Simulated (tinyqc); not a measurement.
# Worked calculation: read current of a NAND string, cells in series solved by shooting

Numbers from tinyqc (`OMP_NUM_THREADS=1 python tinyqc.py 2142059 2142060 out.jsonl`; about 0.3 s on one thread of a shared Intel Xeon 2.30GHz). Printed values are rounded.

Cells in series, numbered from 0 at the source line (0 V) to the bit line, each followed by a gap resistance Rg. A cell with gate Vg, threshold VT, source Vs and drain Vd passes I = 2 nf K Vt^2 [F(Vs) - F(Vd)]/(1 + th max(Vg - VT, 0)), F(V) = ln^2(1 + exp((Vg - VT - nf V)/(2 nf Vt))). The selected cell has Vg = Vr, the others Vg = Vp.

Inputs (values chosen for the exercise); values of the order met in vertical NAND strings: temperature T = 300 K; gain factor of a cell K = 5.9 uA/V^2; slope factor nf = 1.5; mobility reduction factor th = 0.08 1/V; resistance of the gap between cells Rg = 1.6 kohm; bit-line voltage Vbl = 0.3 V; pass voltage Vp = 6.2 V; read voltage on the selected word line Vr = 3.36 V.

Constants: q = 1.602176634e-19 C, kB = 1.380649e-23 J/K, Vt = kB T/q. Results are converted to the units shown.

## Step 1: node voltages for a trial current

first trial current = 0.56 uA
thresholds from the source end, cell 0 to 4 (V): [2.2, 4.4, -1.8, -1.8, -1.8]

For a trial current I start at 0 V and, cell by cell (the selected one is cell 0), solve for the drain: sqrt(F(Vd)) = sqrt(F(Vs) - I/k), k = 2 nf K Vt^2/(1 + th max(Vg - VT, 0)), Vd = [Vg - VT - 2 nf Vt ln(exp(sqrt F) - 1)]/nf, then add I Rg.

node voltage after each cell and gap, trial 1, cell 0 to 4 (V): [0.0961833, 0.164733, 0.185746, 0.206841, 0.228020]

## Step 2: node voltages for a trial current

second trial current = 0.66 uA

As before.

node voltage after each cell and gap, trial 2, cell 0 to 4 (V): [0.114806, 0.197554, 0.222480, 0.247523, 0.272684]

## Course of the secant iteration

Secant steps on the end voltage less Vbl, from the two trials; a trial above the saturation current of a cell has no solution and is moved halfway to the previous trial. Stop below 1e-9 V.

Course of the iteration:
```
iteration    I (uA)  end voltage - Vbl (V)  halvings
1          0.721158                7.40e-4         0
2          0.719545               -7.64e-6         0
3          0.719562               -2.14e-9         0
4          0.719562               6.99e-15         0
```

Converged in 4 iterations to I = 0.71956 uA. The selected cell takes 41.7 % of the bit-line voltage and the gaps together 1.92 %.
